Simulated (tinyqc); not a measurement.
# Thermionic emission over a Gaussian spread of barriers: effect of the spread

Metal on an n-type semiconductor with one parabolic valley; V > 0 is forward bias (metal positive). Patches of barrier height b are spread as a Gaussian with mean phi - r2 V and variance sg^2 + r3 V; each carries A* T^2 exp(-b/Vt) [exp(V/Vt) - 1].

A* = 4 pi q me m0 kB^2/h^3 (times 1e-4 for A/(cm^2 K^2)). At zero bias the mean of exp(-b/Vt) gives phi_ap(0) = phi - sg^2/(2 Vt), J0 = A* T^2 exp(-phi_ap(0)/Vt), and the current is centred on b = phi - sg^2/Vt.

Values chosen for this exercise; band and dielectric values close to those of gallium arsenide:
- T = 300 K (temperature)
- me = 0.0681 m0 (electron mass)
- phi = 0.57 eV (barrier height seen from the metal)

Constants: q = 1.602176634e-19 C, kB = 1.380649e-23 J/K, h = 6.62607015e-34 J s, m0 = 9.1093837015e-31 kg, Vt = kB T/q. Results are converted to the units shown.

Effect of the spread:

| sg (eV) | phi_ap(0) (eV) | J0 (A/cm^2) | barrier that carries most current (eV) |
|---|---|---|---|
| 0.02 | 0.5623 | 2.640e-4 | 0.5545 |
| 0.036 | 0.5449 | 5.161e-4 | 0.5199 |
| 0.052 | 0.5177 | 0.001480 | 0.4654 |
| 0.068 | 0.4806 | 0.006223 | 0.3911 |
| 0.084 | 0.4335 | 0.03839 | 0.2971 |
| 0.1 | 0.3766 | 0.3473 | 0.1832 |

What does the table show?

The apparent barrier falls from 0.562 to 0.377 eV, by sg^2/(2 Vt), and J0 grows by a factor of 1320 over the table. The lowering equals Vt at sg = sqrt(2) Vt = 0.0366 eV. In 2 of the 6 rows sg exceeds 3 Vt, so the current comes from more than three deviations below the mean, a tiny share of the area that a Gaussian of independent patches describes poorly.

Numbers from tinyqc (`OMP_NUM_THREADS=1 python tinyqc.py 2640169 2640170 out.jsonl`; about 0.01 s on one thread of a shared Intel Xeon 2.30GHz).
